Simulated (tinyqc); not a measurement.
Error of the time step: velocity overshoot from momentum and energy balance equations after a field step. Computed by tinyqc, a small Python program. Command: `OMP_NUM_THREADS=1 python tinyqc.py 3031501 3031502 out.jsonl overshoot walk`. One thread of a shared host (Intel(R) Xeon(R) Processor @ 2.30GHz), about 0.01 s of CPU time with the checks.

At t = 0 the field jumps from 0 to F in a uniform sample. v is the drift velocity and u = w - (3/2) k_B T the excess energy per carrier.

Inputs (values chosen for the exercise, modelled on holes in silicon except for tau_E):
```
quantity,value,unit
effective mass m,0.41,m_0
low-field mobility mu_0,480,cm^2/(V s)
saturation velocity v_s,0.89,1e7 cm/s
energy relaxation time tau_E,0.31,ps
field after the step F,15,kV/cm
lattice temperature T,300,K
time step dt,12,fs
```

Scheme: explicit Euler.

Constants: m_0 = 9.1093837015e-31 kg; e = 1.602176634e-19 C; k_B = 8.617333262e-05 eV/K.

Method:
- dv/dt = e F/m - v/tau_m(u), du/dt = e F v - u/tau_E, tau_m(u) = tau_0/(1 + c u), tau_0 = m mu_0/e, c = mu_0/(e tau_E v_s^2); this choice gives the steady state v (1 + mu_0 F v/v_s^2) = mu_0 F, which saturates at v_s. Steady velocity v = 2 mu_0 F/(1 + sqrt(1 + 4 (mu_0 F/v_s)^2)); u = e F v tau_E; carrier temperature T + 2u/(3 k_B), neglecting the drift energy m v^2/2.
- Step: v_new = v + dt (e F/m - v/tau_m(u)), u_new = u + dt (e F v - u/tau_E). Start v = u = 0; the distance adds dt (v + v_new)/2.
- The peak velocity is recomputed with dt/2 and dt/4 and by an adaptive Runge-Kutta method (tolerance 1e-9).

tau_0 = 111.893 fs

acceleration e F/m = 0.00643471 1e7 cm/s per fs

c = 19.5479 1/eV

steady velocity = 0.496198 1e7 cm/s

Peak velocity:
```
step,v_peak (1e7 cm/s),error (%)
dt,0.58411,1.2663
dt/2,0.58032,0.6080
dt/4,0.57853,0.2980
adaptive,0.57681,0.0000
```

What follows from these numbers?

The explicit scheme puts the peak 1.27 % too high; halving dt divides the error by 2.08, as a first-order method should.

Extremes, crossings and ranges named in words are read from the listed rows.
